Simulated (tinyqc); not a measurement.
## Single-electron transistor, orthodox theory and master equation: linear conductance against temperature

A metal island with n extra electrons joins the left lead (voltage V) and the right lead (0 V) by tunnel junctions and couples to a gate. Cs = CL + CR + Cg. Adding electron n + 1 costs mu(n) = [q (n + 1/2) - CL V - Cg Vg]/Cs (in volts); the Fermi levels are -V (left) and 0 (right). A jump that gains the energy W has the rate G(W) = (W/q)/(R [1 - exp(-W/Vt)]), W in volts, Vt = kB T/q. Sequential tunnelling only; I > 0 flows from left to right.

Onto the island: from the left W = -V - mu(n), from the right W = -mu(n); off the island (n + 1 to n): to the left W = mu(n) + V, to the right W = mu(n). Steady state: p(n + 1)/p(n) = (sum of on rates)/(sum of off rates), normalised. I = q sum_n [p(n + 1) (off to left) - p(n) (on from left)]. Enough charge states are kept that the digits shown do not change. The conductance is dI/dV at V = 0 times RL + RR, at Vg = q/(2 Cg) (peak) and Vg = 0 (valley).

Parameters, values chosen for the exercise: capacitance of the left junction CL = 5.1 aF; capacitance of the right junction CR = 3.1 aF; gate capacitance Cg = 1.9 aF; resistance of the left junction RL = 140 kohm; resistance of the right junction RR = 490 kohm.

Constants: q = 1.602176634e-19 C, kB = 1.380649e-23 J/K, Vt = kB T/q. Results are converted to the units shown.

Result of one run:
```
kB T/(q^2/Cs)	peak	valley
0.2825	0.5888	0.5481
```

Which temperature T gave this result: 9.9, 27, 52 or 72 K?

T = 52 K.

The whole series:
```
T (K)	kB T/(q^2/Cs)	peak	valley
5.1	0.02770	0.5000	5.242e-7
7.1	0.03857	0.5000	6.077e-5
9.9	0.05378	0.5000	0.001705
14	0.07605	0.5000	0.01833
19	0.1032	0.5006	0.07569
27	0.1467	0.5069	0.2188
37	0.2010	0.5309	0.3873
52	0.2825	0.5888	0.5481
72	0.3911	0.6654	0.6591
100	0.5432	0.7417	0.7413
```

At low temperature the peak is 0.500, the limit 1/2 of a metal island with only two charge states in play; it rises from 0.500 to 0.742, and the valley rises from 5.24e-7 to 0.741. Among the rows the valley is within 10 % of the peak from kB T = 0.28 q^2/Cs on: the oscillation is washed out.

Range of the model: Cotunnelling, which dominates deep in the blockade, is left out.

Numbers from tinyqc (`OMP_NUM_THREADS=1 python tinyqc.py 2780025 2780026 out.jsonl`; about 0.01 s on one thread of a shared Intel Xeon 2.30GHz).
